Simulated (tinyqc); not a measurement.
From results back to parameters: optical gain and spontaneous emission in a bulk direct-gap semiconductor. Three cases, with inputs chosen for the exercise.

Problem. The gain spectrum crosses zero at E0 = Eg + Fc + Fv; n = p is hidden.

F_j(eta) = (1/Gamma(j + 1)) integral_0^infinity x^j dx/(1 + exp(x - eta)), which tends to exp(eta) for eta << 0.

Quasi-Fermi levels: n = Nc F_1/2(Fc/kT) and p = Nv F_1/2(Fv/kT), Fc counted up from the conduction edge and Fv down from the valence edge; Nc, Nv from N = 2 (m kB T/(4 pi c))^(3/2) with c = hbar^2/2m0, in 1/angstrom^3; times 1e24 for 1/cm^3, with me and (mhh^(3/2) + mlh^(3/2))^(2/3).

Constants: hbar^2/2m0 = 3.80998211 eV angstrom^2; kB = 8.617333262e-05 eV/K.

Case 1.

Values chosen (near those of InP; the results hold for these values, not for the real material): Eg = 1.364 eV (direct gap); me = 0.077 m0 (electron mass); mhh = 0.62 m0 (heavy-hole mass); mlh = 0.09 m0 (light-hole mass); T = 200 K.

E0 = 1.43880 eV

Case 2.

Values chosen (near those of GaAs; the results hold for these values, not for the real material): Eg = 1.408 eV (direct gap); me = 0.0651 m0 (electron mass); mhh = 0.479 m0 (heavy-hole mass); mlh = 0.0847 m0 (light-hole mass); T = 300 K.

E0 = 1.43855 eV

Case 3.

Values chosen (near those of GaN; the results hold for these values, not for the real material): Eg = 3.394 eV (direct gap); me = 0.2058 m0 (electron mass); mhh = 1.383 m0 (heavy-hole mass); mlh = 0.2881 m0 (light-hole mass); T = 350 K.

E0 = 3.44134 eV

Find: Fc; Fv; n.

Solution. Fc + Fv rises steadily with n, so one n gives E0 - Eg; solve by bisection on ln n.

Case 1.

Fc = 0.089 eV
Fv = -0.014 eV
n = 2.7e+18 1/cm^3

Case 2.

Fc = 0.072 eV
Fv = -0.041 eV
n = 1.7e+18 1/cm^3

Case 3.

Fc = 0.089 eV
Fv = -0.042 eV
n = 1.3e+19 1/cm^3

Computed by tinyqc, one run a case: `OMP_NUM_THREADS=1 python tinyqc.py N N+1 out.jsonl` with N = 1651605, 1651612, 1651670; one thread of a shared Intel(R) Xeon(R) Processor @ 2.30GHz, about 0.1 s a run at most.
